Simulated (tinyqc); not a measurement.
Charge neutrality of a doped semiconductor with incomplete ionisation: one step, computed by the program tinyqc. Command: `OMP_NUM_THREADS=1 python tinyqc.py 3016195 3016196 out.jsonl dopant walk`. One thread of a shared host (Intel(R) Xeon(R) Processor @ 2.30GHz), about 0.05 s of CPU time with the checks.

Energies are counted from the top of the valence band; E_D is measured down from the conduction band and E_A up from the valence band.

Question. The closed form for the extrinsic range. With Boltzmann statistics, no holes and every acceptor ionised, n (n + N_A) = n1 (N_D - N_A - n) with n1 = (N_c/g_D) exp(-E_D/k_B T). Take the positive root.

Inputs (values chosen for the exercise, for a model semiconductor): donor density N_D = 2.8e+14 cm^-3; acceptor density N_A = 1.4e+13 cm^-3; donor depth E_D = 0.0335 eV; donor degeneracy g_D = 2; temperature T = 300 K.

Doping: n-type, compensated. Statistics of the bands: Fermi-Dirac.

N_c = 1.964485e+18 cm^-3

k_B T = 0.02585200 eV

Give: n1; n from the quadratic.

Answer.

n1 = 2.688e+17 cm^-3

n from the quadratic = 2.657e+14 cm^-3
